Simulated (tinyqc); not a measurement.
Heavy doping: gap narrowing, degeneracy and the minority density: sweeps and comparisons. A value that a table varies takes the place of the one given here.

F_j(eta) = (1/Gamma(j + 1)) integral_0^infinity x^j dx/(1 + exp(x - eta)), which tends to exp(eta) for eta << 0.

Empirical narrowing (Slotboom form, constants chosen for the exercise; published fits of this form give the apparent narrowing, here it is taken as the true one): dEg = E0 [ln(N/N0) + sqrt(ln(N/N0)^2 + C)].

Majority: N = Nc F_1/2(eta), eta the distance of EF beyond the majority band edge in kT. Degeneracy factor gam = F_1/2(eta)/exp(eta). ni0^2 = Nc Nv exp(-Eg/kT); product n p = ni0^2 gam exp(dEg/kT), dEg the true narrowing; apparent narrowing dEa = dEg + kT ln gam; minority density = n p/N.

Bipolar transistor with N as emitter doping: beta = K (N/NB) exp((dEa_B + dG - dEa_E)/kT), dEa_E = dEg(N) + kT ln gam, dEa_B = dEg(NB). For the sweep in T, Nc is scaled as (T/T0)^(3/2) from its value at T0 = T.

Constants: kB = 8.617333262e-05 eV/K.

Inputs chosen for the exercise (gap and densities of states near those of GaAs at this temperature; narrowing constants of the size fitted for Si, not for this material; the results hold for these values, not for the real material): Eg = 1.419 eV (gap); Nc = 4.36e+17 1/cm^3 (conduction-band density of states); Nv = 9.5e+18 1/cm^3 (valence-band density of states); T = 300 K; E0 = 8.32 meV (narrowing scale); N0 = 1e+17 1/cm^3 (onset density); C = 0.5 (smoothing constant); N = 1.3e+16 1/cm^3 (ionised donors, equal to the majority density); NB = 2e+15 1/cm^3 (base doping); K = 3.7 (ratio (D_B W_E)/(D_E W_B)); dG = 120 meV (extra narrowing of the base by alloying).

## Narrowing against degeneracy

N takes the values listed; the last column is N over the factor gam exp(dEg/kT), the doping that a simple model would need to give the same minority density.

Results:
```
N (1/cm^3)    eta      gam  dEg (meV)  dEa (meV)  minority (1/cm^3)  effective doping (1/cm^3)
1.0e+15     -6.08    0.999        0.4        0.4            0.00611                   9.84e+14
4.0e+15     -4.69    0.997        0.6        0.6            0.00154                   3.92e+15
1.0e+16     -3.77    0.992        0.9        0.7           0.000617                   9.74e+15
4.0e+16     -2.36    0.968        2.0        1.2           0.000157                   3.82e+16
1.0e+17     -1.39    0.922        5.9        3.8           6.96e-05                   8.64e+16
4.0e+17      0.23    0.726       24.5       16.2           2.81e-05                   2.14e+17
1.0e+18      1.62    0.455       39.2       18.9           1.25e-05                   4.82e+17
3.0e+18      4.17    0.107       57.2       -0.7           1.95e-06                   3.08e+18
9.0e+18      9.01  0.00253       75.3      -79.2           3.12e-08                   1.93e+20
```

What does this show?

dEg grows steadily to 75.3 meV, while the apparent value peaks at 18.9 meV for N = 1e+18 and falls to -79.2 meV as the Fermi level enters the band. N grows by a factor 40 from the third to the sixth row and the effective doping by 21.9.

## Current gain against temperature

Gain:
```
T (K)      beta  beta with dG = 0  without narrowing
150    2.57e+05              23.9               24.1
200    2.52e+04              23.9               24.1
250    6.26e+03              23.9               24.1
300    2.48e+03              23.9               24.1
350    1.28e+03              23.9               24.1
400         777              23.9               24.1
450         528              23.9               24.1
```

dEa_B + dG - dEa_E at T0 = 119.8 meV

What can be read from the table?

beta is 2.57e+05 at 150 K and 528 at 450 K, since the net exponent is positive: the gap is narrower in the base. At 300 K narrowing and degeneracy change the gain by a factor 0.993 and alloying the base by 104.

## What moves the minority density and the gain

All results formed anew. Each row changes one parameter from the base and keeps the others.

Results:
```
case                  dEg (meV)  dEa (meV)  minority (1/cm^3)      beta
base                       0.99       0.72           0.000476  2.48e+03
N = 2.6e+16 1/cm^3         1.45       0.91           0.000239  4.92e+03
E0 = 9.984 meV             1.19       0.92           0.000479  2.47e+03
N0 = 2e+17 1/cm^3          0.75       0.48           0.000471  2.49e+03
Eg = 1.439 eV              0.99       0.72           0.000219  2.48e+03
Nc = 5.67e+17 1/cm^3       0.99       0.78           0.000620  2.47e+03
NB = 4e+15 1/cm^3          0.99       0.72           0.000476  1.24e+03
```

What can be read from the table?

The largest shifts from the base row, up to three for each result and ties (the steps differ in size, so this ranks the rows, not the parameters). dEg (meV): N +0.46, N0 -0.24, E0 +0.20; unchanged at the printed digits by Eg, Nc and NB. dEa (meV): N0 -0.24, E0 +0.20, N +0.19; unchanged at the printed digits by Eg and NB. minority (1/cm^3): Eg -0.000256, N -0.000236, Nc +0.000144; unchanged at the printed digits by NB. beta: N +2.44e+03, NB -1.23e+03, N0 +15.7; unchanged at the printed digits by Eg.

Computed by tinyqc, a small Python program: `OMP_NUM_THREADS=1 python tinyqc.py 1652641 1652642 out.jsonl` (the numbers bound the seed that draws the inputs); one thread of a shared host (Intel(R) Xeon(R) Processor @ 2.30GHz), about 0.01 s for the whole set of steps.
